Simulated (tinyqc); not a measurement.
Plane-wave Kohn-Sham cycle with exchange-only LDA in a layered model solid, step by step. One step of it, computed by the program tinyqc.

Task: Iteration 1: potential. V_H(G) = 4 pi rho(G)/G^2 for G != 0 (uniform background); v_x = -(3 rho/pi)^(1/3); V = V_ext + V_H + v_x; Fourier components f(G_m) = (1/N) sum_j f(x_j) exp(-i G_m x_j).

A solid whose potential varies along x alone (atomic units):
```
parameter                      value
period a                   13.100000
cross-section of the cell  26.000000
electrons per cell                 2
grid points                       16
plane waves -n..n, n               3
k points                           2
V1 in V1 cos(2 pi x/a)     -0.530000
V2 in V2 cos(4 pi x/a)     -0.170000
```

density at the start, on the grid x_j = j a/N (e/bohr^3): 0.00587199  0.00587199  0.00587199  0.00587199  0.00587199  0.00587199  0.00587199  0.00587199  0.00587199  0.00587199  0.00587199  0.00587199  0.00587199  0.00587199  0.00587199  0.00587199

Give: Potentials on the grid; V(G_m), m = 0, 1, 2, ....

Result:

Potentials on the grid (hartree):
```
x          V_ext     V_H      v_x        V
0.0000   -0.7000  0.0000  -0.1777  -0.8777
0.8187   -0.6099  0.0000  -0.1777  -0.7875
1.6375   -0.3748  0.0000  -0.1777  -0.5524
2.4562   -0.0826  0.0000  -0.1777  -0.2603
3.2750    0.1700  0.0000  -0.1777  -0.0077
4.0938    0.3230  0.0000  -0.1777   0.1454
4.9125    0.3748  0.0000  -0.1777   0.1971
5.7313    0.3694  0.0000  -0.1777   0.1918
6.5500    0.3600  0.0000  -0.1777   0.1823
7.3688    0.3694  0.0000  -0.1777   0.1918
8.1875    0.3748  0.0000  -0.1777   0.1971
9.0062    0.3230  0.0000  -0.1777   0.1454
9.8250    0.1700  0.0000  -0.1777  -0.0077
10.6438  -0.0826  0.0000  -0.1777  -0.2603
11.4625  -0.3748  0.0000  -0.1777  -0.5524
12.2812  -0.6099  0.0000  -0.1777  -0.7875
```

V(G_m), m = 0, 1, 2, ... (hartree): -0.1777  -0.2650  -0.0850  0.0000  0.0000  0.0000  0.0000
